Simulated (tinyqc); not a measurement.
Worked calculation: CID on RHF in the sto-3g basis, for H3+, spin multiplicity 1. One step of it, computed by the program tinyqc.

Problem. CID: roots. Diagonalise (each vector has its largest component positive (the first on a tie)); all determinants have Ms = 0, so triplets appear too. The lowest singlet root is the correlation energy.

Occupation strings over the orbitals (2 doubly, a alpha, b beta, 0 empty; spin orbitals ordered 1a 1b 2a 2b ...): 200 020 0ab 0ba 002

H - E(HF) between determinants (hartree), order 200, 020, 0ab, 0ba, 002:
$$\begin{pmatrix}
0.000000 & 0.147696 & 0.000002 & -0.000002 & 0.151092 \\
0.147696 & 0.778522 & -0.000034 & 0.000034 & 0.103051 \\
0.000002 & -0.000034 & 0.721117 & -0.103051 & 0.000024 \\
-0.000002 & 0.000034 & -0.103051 & 0.721117 & -0.000024 \\
0.151092 & 0.103051 & 0.000024 & -0.000024 & 0.936274
\end{pmatrix}$$

Give: lowest roots of this matrix, relative to E(HF); lowest vectors; <S^2> of these roots; weight of the ground state by excitation level 0, 1, 2, ....

Solution.

lowest roots of this matrix, relative to E(HF) (hartree): [-0.0447, 0.6181, 0.7324, 0.8242, 1.0270]

lowest vectors, order 200, 020, 0ab, 0ba, 002:
$$\begin{pmatrix}
0.9782 & 0.0000 & 0.0732 & 0.0000 \\
-0.1587 & 0.0000 & 0.8671 & -0.0006 \\
0.0000 & 0.7071 & 0.0005 & 0.7071 \\
0.0000 & 0.7071 & -0.0005 & -0.7071 \\
-0.1340 & 0.0000 & -0.4927 & 0.0003
\end{pmatrix}$$

<S^2> of these roots: [0.0000, 2.0000, 0.0000, 0.0000, 0.0000]

weight of the ground state by excitation level 0, 1, 2, ...: [0.9568, 0.0000, 0.0432]
